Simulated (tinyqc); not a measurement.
Inside a calculation. Model: avalanche multiplication and breakdown of a junction from ionisation integrals. Computed by tinyqc, a small Python program that keeps every step. Command: `OMP_NUM_THREADS=1 python tinyqc.py 3009367 3009368 out.jsonl impact walk`. One thread of a shared host (Intel(R) Xeon(R) Processor @ 2.30GHz), about 0.01 s of CPU time with the checks. Intermediate numbers are printed to about 7 digits and carried at full precision; extremes and crossings named in words are read from the listed rows.

Ionisation coefficients follow the local field. Position x runs through the depletion layer from the p side (x = 0), where electrons enter, to the n side (x = w), where holes enter. The built-in voltage is neglected.

Inputs (values chosen for the exercise, modelled on 4H-SiC):
```
quantity,value,unit
electron prefactor a_n,1.77e+08,1/cm
electron field b_n,3.25e+07,V/cm
hole prefactor a_p,3.57e+08,1/cm
hole field b_p,2.56e+07,V/cm
exponent c,1,-
permittivity eps,9.7,-
layer width W,5.4,micrometre
bias as a fraction of the breakdown voltage,0.79,-
```

Junction: p-i-n with uniform field.

Constants: e = 1.602176634e-19 C; eps_0 = 8.8541878128e-12 F/m.

## Breakdown

alpha_n = a_n exp(-(b_n/F)^c), alpha_p = a_p exp(-(b_p/F)^c). Uniform field F = F_m, w = W, V = F_m W. With Phi(x) = int_0^x (alpha_n - alpha_p) dx': 1 - 1/M_n = I_n = int_0^w alpha_n exp(-Phi) dx and M_p = M_n exp(-Phi(w)); trapezoid rule on 401 even points; breakdown at I_n = 1. Solve I_n(F_m) = 1.

critical field F_m = 2.358593 MV/cm

width at breakdown = 5.4 micrometre

breakdown voltage = 1273.640 V

## Coefficients at the critical field

The formulas are those given above.

alpha_n = 183.5077 1/cm

alpha_p = 6900.272 1/cm

ratio k = alpha_p/alpha_n = 37.60208

shorter ionisation length = 1.449218 micrometre

Holes ionise more readily at the peak field. For a uniform field the condition reads (alpha_n - alpha_p) W = ln(alpha_n/alpha_p): -3.6271 against -3.6271.

## Field and integrand below breakdown

Bias V = fraction times the breakdown voltage.

peak field = 1.863288 MV/cm

Every 50th point:
```
x (micrometre),F (MV/cm),alpha_n (1/cm),alpha_p (1/cm),Phi,I_n up to x
0.000,1.863288,4.708537,385.3277,0.0000000,0.000000000
0.675,1.863288,4.708537,385.3277,-0.0256918,0.000321944
1.350,1.863288,4.708537,385.3277,-0.0513836,0.000652267
2.025,1.863288,4.708537,385.3277,-0.0770754,0.000991186
2.700,1.863288,4.708537,385.3277,-0.1027672,0.001338926
3.375,1.863288,4.708537,385.3277,-0.1284590,0.001695715
4.050,1.863288,4.708537,385.3277,-0.1541508,0.002061790
4.725,1.863288,4.708537,385.3277,-0.1798426,0.002437391
5.400,1.863288,4.708537,385.3277,-0.2055344,0.002822768
```

## Multiplication and noise

M_n = 1/(1 - I_n), M_p = M_n exp(-Phi(w)); McIntyre excess noise for the carrier with the larger M, F_x = k M + (1 - k)(2 - 1/M), with k = (smaller M - 1)/(larger M - 1).

M_n = 1.002831

M_p = 1.231658

effective k = 0.01221957

excess noise factor = 1.188619

Injecting holes gives the larger gain and, at equal gain, the lower noise.

## Gain against bias and Miller's formula

Miller's exponent n is defined by 1 - 1/M = (V/V_B)^n for the larger M.

Gain:
```
V/V_B,V (V),F_m (MV/cm),M_n,M_p,Miller exponent n
0.50,636.820,1.179296,1.000000,1.00007,13.76128
0.60,764.184,1.415156,1.000010,1.00269,11.59283
0.70,891.548,1.651015,1.000275,1.03621,9.40326
0.80,1018.912,1.886874,1.003594,1.28081,6.80092
0.90,1146.276,2.122733,1.040496,3.10760,3.68545
0.95,1209.958,2.240663,1.189205,9.29876,2.21813
0.98,1248.167,2.311421,1.806630,33.19685,1.51397
0.99,1260.904,2.335007,2.933512,75.88414,1.31991
```

The larger gain passes 2 between 0.800 and 0.900 of V_B and reaches 75.9 at 0.99. Miller's exponent runs from 1.3 to 14, so it is not a constant: a fit holds over a narrow range only. From the first row to the last the voltage grows by a factor 1.98 and the peak field by 1.98.

Checks made by the program: the hole form of the condition, int alpha_p exp(Phi(w) - Phi) dx = 1 (relative difference 7e-06).
